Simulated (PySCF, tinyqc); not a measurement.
MP2 on RHF in the 6-31g basis, for H4, spin multiplicity 1, step by step. The lowest restricted solution is unstable here: a spin-polarised one lies 0.0055 hartree lower (PySCF). One step of it, computed by the program tinyqc.

Question. Iteration 7 (converged): orbitals. Diagonalise F' = X^T F X, C = X C', fill 2 alpha and 2 beta electrons from the bottom; D = 2 C_occ C_occ^T. Each column has its largest component positive (the first on a tie).

converged F (hartree), order 1H 1s, 1H 2s, 2H 1s, 2H 2s, 3H 1s, 3H 2s, 4H 1s, 4H 2s:
```
[[0.084463, -0.429630, -0.386358, -0.404534, -0.099812, -0.206986, -0.051280, -0.174770],
 [-0.429630, -0.359467, -0.404534, -0.400582, -0.206986, -0.272086, -0.174770, -0.273963],
 [-0.386358, -0.404534, 0.084463, -0.429630, -0.051280, -0.174770, -0.099812, -0.206986],
 [-0.404534, -0.400582, -0.429630, -0.359467, -0.174770, -0.273963, -0.206986, -0.272086],
 [-0.099812, -0.206986, -0.051280, -0.174770, 0.084463, -0.429630, -0.386358, -0.404534],
 [-0.206986, -0.272086, -0.174770, -0.273963, -0.429630, -0.359467, -0.404534, -0.400582],
 [-0.051280, -0.174770, -0.099812, -0.206986, -0.386358, -0.404534, 0.084463, -0.429630],
 [-0.174770, -0.273963, -0.206986, -0.272086, -0.404534, -0.400582, -0.429630, -0.359467]]
```

X, order 1H 1s, 1H 2s, 2H 1s, 2H 2s, 3H 1s, 3H 2s, 4H 1s, 4H 2s:
```
[[1.265228, -0.532335, -0.015197, 0.021261, 0.028564, 0.025870, 0.019785, 0.003863],
 [-0.532335, 1.846503, 0.021261, -0.698788, 0.025870, -0.498627, 0.003863, 0.189364],
 [-0.015197, 0.021261, 1.265228, -0.532335, 0.019785, 0.003863, 0.028564, 0.025870],
 [0.021261, -0.698788, -0.532335, 1.846503, 0.003863, 0.189364, 0.025870, -0.498627],
 [0.028564, 0.025870, 0.019785, 0.003863, 1.265228, -0.532335, -0.015197, 0.021261],
 [0.025870, -0.498627, 0.003863, 0.189364, -0.532335, 1.846503, 0.021261, -0.698788],
 [0.019785, 0.003863, 0.028564, 0.025870, -0.015197, 0.021261, 1.265228, -0.532335],
 [0.003863, 0.189364, 0.025870, -0.498627, 0.021261, -0.698788, -0.532335, 1.846503]]
```

Give: F' = X^T F X; orbital energies; coefficients C; D after iteration 7.

Answer.

F' = X^T F X (hartree):
```
[[0.599, -0.590, -0.218, -0.137, 0.024, -0.050, 0.049, -0.018],
 [-0.590, 0.277, -0.137, -0.191, -0.050, -0.108, -0.018, -0.020],
 [-0.218, -0.137, 0.599, -0.590, 0.049, -0.018, 0.024, -0.050],
 [-0.137, -0.191, -0.590, 0.277, -0.018, -0.020, -0.050, -0.108],
 [0.024, -0.050, 0.049, -0.018, 0.599, -0.590, -0.218, -0.137],
 [-0.050, -0.108, -0.018, -0.020, -0.590, 0.277, -0.137, -0.191],
 [0.049, -0.018, 0.024, -0.050, -0.218, -0.137, 0.599, -0.590],
 [-0.018, -0.020, -0.050, -0.108, -0.137, -0.191, -0.590, 0.277]]
```

orbital energies (hartree): [-0.627, -0.398, 0.060, 0.254, 0.921, 1.039, 1.114, 1.144]

coefficients C, order 1H 1s, 1H 2s, 2H 1s, 2H 2s, 3H 1s, 3H 2s, 4H 1s, 4H 2s:
```
[[0.191, 0.212, 0.134, 0.136, -0.624, 0.666, -0.684, -0.684],
 [0.195, 0.349, 0.628, 1.147, 0.694, -0.442, 0.734, 1.175],
 [0.191, 0.212, -0.134, -0.136, -0.624, 0.666, 0.684, 0.684],
 [0.195, 0.349, -0.628, -1.147, 0.694, -0.442, -0.734, -1.175],
 [0.191, -0.212, 0.134, -0.136, 0.624, 0.666, -0.684, 0.684],
 [0.195, -0.349, 0.628, -1.147, -0.694, -0.442, 0.734, -1.175],
 [0.191, -0.212, -0.134, 0.136, 0.624, 0.666, 0.684, -0.684],
 [0.195, -0.349, -0.628, 1.147, -0.694, -0.442, -0.734, 1.175]]
```

D after iteration 7, order 1H 1s, 1H 2s, 2H 1s, 2H 2s, 3H 1s, 3H 2s, 4H 1s, 4H 2s:
```
[[0.163, 0.222, 0.163, 0.222, -0.017, -0.073, -0.017, -0.073],
 [0.222, 0.319, 0.222, 0.319, -0.073, -0.167, -0.073, -0.167],
 [0.163, 0.222, 0.163, 0.222, -0.017, -0.073, -0.017, -0.073],
 [0.222, 0.319, 0.222, 0.319, -0.073, -0.167, -0.073, -0.167],
 [-0.017, -0.073, -0.017, -0.073, 0.163, 0.222, 0.163, 0.222],
 [-0.073, -0.167, -0.073, -0.167, 0.222, 0.319, 0.222, 0.319],
 [-0.017, -0.073, -0.017, -0.073, 0.163, 0.222, 0.163, 0.222],
 [-0.073, -0.167, -0.073, -0.167, 0.222, 0.319, 0.222, 0.319]]
```
